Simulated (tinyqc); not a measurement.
Atomic layer deposition: Langmuir saturation, growth per cycle and coating of deep features: one step, computed by the program tinyqc.

Precursor A sticks only on free sites, so a long enough pulse saturates; co-reactant B then frees the sites again.

Question. Flux and saturation time. Wall flux F = p/sqrt(2 pi M k_B T); rate of filling k_a = beta F/q; desorption k_d = 1e13 exp(-E_d/(k_B T)) per second. 1/m^2 = 1e-18/nm^2. Temperatures in kelvin are T(C) + 273.15.

Inputs (values chosen for the exercise, modelled on zinc oxide from diethylzinc and water):

| quantity | value | unit |
|---|---|---|
| precursor mass M | 124 | u |
| site density q | 7.4 | 1/nm^2 |
| sticking probability beta on free sites | 0.096 | - |
| precursor pressure p | 0.39 | Pa |
| temperature T | 175 | C |
| desorption energy E_d | 1.74 | eV |

Constants: u = 1.6605390666e-27 kg; k_B = 1.380649e-23 J/K; k_B = 8.617333262e-05 eV/K.

Give: flux F; k_a; k_d; time to 99 % without desorption, ln(100)/k_a.

Answer.

flux F = 4359 1/(nm^2 s)

k_a = 56.55 1/s

k_d = 2.707e-07 1/s

time to 99 % without desorption, ln(100)/k_a = 0.08144 s
